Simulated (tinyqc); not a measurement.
Printed widths: electron-beam lithography: double-Gaussian proximity function, edge placement and dose correction for parallel lines. Computed by tinyqc, a small Python program. Command: `OMP_NUM_THREADS=1 python tinyqc.py 3113421 3113422 out.jsonl proximity walk`. One thread of a shared host (Intel(R) Xeon(R) Processor @ 2.30GHz), about 0.01 s of CPU time with the checks.

Lines are infinitely long. Absorbed energy is counted so that the middle of a very large area written at dose 1 receives 1; the resist develops where it exceeds 1/2.

Inputs (values chosen for the exercise, of the order of those for 100 keV electrons in resist on silicon): forward range alpha = 0.022 micrometre; backscatter range beta = 31 micrometre; backscatter ratio eta = 0.48.

line widths (micrometre): 0.048  21  7.9  4.5

gaps between the lines (micrometre): 0.14  0.14  0.098

Method:
- The first line starts at x = 0; each next one starts after the width and the gap.
- f(r) = [exp(-r^2/alpha^2)/alpha^2 + eta exp(-r^2/beta^2)/beta^2]/(pi (1 + eta)). A line from a to b at dose d gives E(x) = d [S(alpha) + eta S(beta)]/(1 + eta), S(s) = [erf((b - x)/s) - erf((a - x)/s)]/2.
- M_ij is the mean of E at the two edges of line i from line j at dose 1.
- Uncorrected edge energies are M 1. Solve M d = 1/2 for the doses d that put the mean edge energy of every line at the threshold.
- Edges are the roots of E(x) = 1/2 between a line centre and the middle of the next gap. Three cases: dose 1 everywhere; one common dose equal to the mean of d; the corrected doses.

Lines (micrometre):

| line | left edge | right edge | centre |
|---|---|---|---|
| 1 | 0.000 | 4.80000e-02 | 2.40000e-02 |
| 2 | 0.188 | 2.11880e+01 | 1.06880e+01 |
| 3 | 21.328 | 2.92280e+01 | 2.52780e+01 |
| 4 | 29.326 | 3.38260e+01 | 3.15760e+01 |

corrected doses: 1 1.06350, 2 1.00679, 3 0.98267, 4 1.03645

Width error, printed less drawn (nm):

| line | drawn width (nm) | dose 1 | mean dose | corrected |
|---|---|---|---|---|
| 1 | 48 | -2.5768 | -1.2992 | 2.00e-06 |
| 2 | 21000 | -0.3512 | 0.9132 | 1.62e-04 |
| 3 | 7900 | 0.5857 | 1.8492 | 1.51e-04 |
| 4 | 4500 | -1.5068 | -0.2439 | 1.94e-04 |

What does the comparison show, and why?

With the common mean dose the errors span 3.1 nm. With corrected doses the largest error is below 0.01 nm.

Extremes, crossings and ranges named in words are read from the listed rows.
